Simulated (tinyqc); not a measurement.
# Read current of a NAND string, cells in series solved by shooting: effect of the bit-line voltage

Cells in series, numbered from 0 at the source line (0 V) to the bit line, each followed by a gap resistance Rg. A cell with gate Vg, threshold VT, source Vs and drain Vd passes I = 2 nf K Vt^2 [F(Vs) - F(Vd)]/(1 + th max(Vg - VT, 0)), F(V) = ln^2(1 + exp((Vg - VT - nf V)/(2 nf Vt))). The selected cell has Vg = Vr, the others Vg = Vp.

For a trial current I start at 0 V and, cell by cell, solve for the drain: sqrt(F(Vd)) = sqrt(F(Vs) - I/k), k = 2 nf K Vt^2/(1 + th max(Vg - VT, 0)), Vd = [Vg - VT - 2 nf Vt ln(exp(sqrt F) - 1)]/nf, then add I Rg. The string current is the I for which the last node reaches Vbl. The apparent threshold is the Vr at which I = Is. Background: all other cells erased (VT = Ve) or all in the highest state (VT = Vh); ratio and shift are high over erased and high minus erased. The string has 32 cells and the selected one is cell 16.

Inputs (values chosen for the exercise); values of the order met in vertical NAND strings: temperature T = 358 K; gain factor of a cell K = 4.8 uA/V^2; slope factor nf = 2.4; mobility reduction factor th = 0.13 1/V; resistance of the gap between cells Rg = 11 kohm; pass voltage Vp = 7.3 V; threshold of an erased cell Ve = -2 V; threshold of the highest state Vh = 4.4 V; threshold of the selected cell Vx = 2.4 V; sensing current Is = 50 nA; read voltage on the selected word line Vr = 4.36 V.

Constants: q = 1.602176634e-19 C, kB = 1.380649e-23 J/K, Vt = kB T/q. Results are converted to the units shown.

Effect of the bit-line voltage:

| Vbl (V) | I, others erased (uA) | I, others high (uA) | ratio | apparent VT, erased (V) | apparent VT, high (V) | background shift (mV) |
|---|---|---|---|---|---|---|
| 0.2 | 0.09621 | 0.05199 | 0.5403 | 2.729 | 3.415 | 686.0 |
| 0.3 | 0.1421 | 0.07469 | 0.5256 | 2.710 | 2.831 | 120.8 |
| 0.4 | 0.1864 | 0.09514 | 0.5104 | 2.709 | 2.814 | 104.8 |
| 0.5 | 0.2290 | 0.1133 | 0.4949 | 2.709 | 2.813 | 103.7 |
| 0.6 | 0.2697 | 0.1292 | 0.4789 | 2.709 | 2.813 | 103.6 |
| 0.7 | 0.3085 | 0.1427 | 0.4626 | 2.709 | 2.813 | 103.6 |
| 0.8 | 0.3449 | 0.1539 | 0.4461 | 2.709 | 2.813 | 103.6 |

As Vbl goes from 0.2 to 0.8 V, the current with erased neighbours rises from 0.0962 to 0.345 uA, that with high neighbours rises from 0.0520 to 0.154 uA and the ratio falls from 0.540 to 0.446. The background shift falls from 686 to 104 mV.

tinyqc, about 0.3 s, one thread, Intel Xeon 2.30GHz (shared host): `OMP_NUM_THREADS=1 python tinyqc.py 2142161 2142162 out.jsonl`
